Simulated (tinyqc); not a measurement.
Worked calculation: minority-electron transport through the base of a bipolar transistor (Moll-Ross and Kroemer integrals). Computed by tinyqc, a small Python program that keeps every step. Command: `OMP_NUM_THREADS=1 python tinyqc.py 3005188 3005189 out.jsonl base walk`. One thread of a shared host (Intel(R) Xeon(R) Processor @ 2.30GHz), about 0.01 s of CPU time with the checks. Intermediate numbers are printed to about 6 digits and carried at full precision; extremes and crossings named in words are read from the listed rows.

Low injection, one dimension, x from the emitter edge (0) to the collector edge (W), s = x/W. Recombination is treated as a small correction (valid for tau_B well below tau_n), computed from the stored charge.

Inputs (values chosen for the exercise, modelled on SiGe):
```
quantity,value,unit
intrinsic density n_i at the emitter edge,7.9e+10,1/cm^3
base doping at the emitter edge N_0,2.2e+18,1/cm^3
base width W,170,nm
mu_min,190,cm^2/(V s)
mu_max,1100,cm^2/(V s)
N_ref,1.5e+17,1/cm^3
saturation velocity v_s,0.97,1e7 cm/s
electron lifetime tau_n,6.9,ns
emitter Gummel number G_E,2.8e+14,s/cm^4
base-emitter voltage V_BE,0.61,V
temperature T,300,K
doping ratio N_0/N(W),5.9,-
gap narrowing across the base dE_g,28,meV
```

Base doping profile: exponential. Gap grading: linear. Exit of the base: saturation velocity.

Constants: k_B = 8.617333262e-05 eV/K; e = 1.602176634e-19 C.

## Profile and built-in field

N(x) = N_0 (ratio)^(-s); n_i(x)^2 = n_i^2 exp(s dE_g/k_B T); D(x) = (k_B T/e) mu, mu = mu_min + (mu_max - mu_min)/(1 + (N/N_ref)^0.7). Field that drives electrons towards the collector, averaged over the base: (k_B T/e) ln[N_0 n_i(W)^2/(N(W) n_i^2)]/W.

Across the base:
```
s,N (1/cm^3),n_i(x)^2/n_i^2,D (cm^2/s),y (s/cm^5)
0.0,2.20000e+18,1.00000,8.0266,2.74088e+17
0.2,1.54260e+18,1.24187,8.7615,1.41774e+17
0.4,1.08164e+18,1.54224,9.6297,7.28314e+16
0.6,7.58423e+17,1.91526,10.6367,3.72288e+16
0.8,5.31791e+17,2.37850,11.7801,1.89797e+16
1.0,3.72881e+17,2.95379,13.0475,9.67526e+15
```

drift factor eta (potential drop in k_B T/e) = 2.85804

mean built-in field = 4.34624 kV/cm

## Collector current and transit time

With y(x) = N n_i^2/(D n_i(x)^2): base Gummel number G_B = int_0^W y dx + N(W) n_i^2/(v_s n_i(W)^2); J_C = e n_i^2 exp(e V_BE/k_B T)/G_B; n(x) = (J_C/e)(n_i(x)^2/(N n_i^2)) [int_x^W y dx + the same exit term]; transit time tau_B = (e/J_C) int n dx; trapezoid rule on 401 even points.

base Gummel number G_B = 1.36747e+12 s/cm^4

collector current density J_C = 12.9299 A/cm^2

base transit time tau_B = 6.97280 ps

share of the exit term in G_B = 0.951704 %

mean velocity W/tau_B = 0.243805 1e7 cm/s

Plain diffusion with the D of the emitter edge would take W^2/(2D) = 18.0 ps, 2.58 times the result.

## Gain and speed

Emitter-limited gain beta_E = G_E/G_B; recombination-limited gain beta_R = tau_n/tau_B; 1/beta = 1/beta_E + 1/beta_R; f_T from the base alone = 1/(2 pi tau_B).

beta_E = 204.758

beta_R = 989.560

current gain beta = 169.653

f_T from the base alone = 22.8251 GHz

The gain is limited mainly by hole injection into the emitter (83 % of the base current).

## What grading buys

The formulas are those given above.

The same base with other gradings:
```
dE_g (meV),dE_g/k_B T,G_B (s/cm^4),J_C gain,tau_B (ps),speed gain
0,0.0000,1.89913e+12,1.00000,8.91302,1.00000
25,0.9670,1.41151e+12,1.34546,7.14380,1.24766
50,1.9341,1.10751e+12,1.71478,5.91459,1.50696
75,2.9011,9.05729e+11,2.09680,5.02488,1.77378
100,3.8682,7.64232e+11,2.48501,4.35757,2.04541
150,5.8023,5.81042e+11,3.26848,3.43217,2.59691
200,7.7363,4.68372e+11,4.05474,2.82584,3.15411
300,11.6045,3.37386e+11,5.62894,2.08461,4.27562
```

At 100 meV J_C rises by a factor 2.49 and the transit is 2.05 times faster; at 300 meV the factors are 5.63 and 4.28. For a uniform base without exit term both tend to be linear in dE_g/k_B T, J_C as x/(1 - exp(-x)) and the speed as x/2.

Checks made by the program: Gummel integral against a 60-point Gauss rule (relative difference 6e-07).
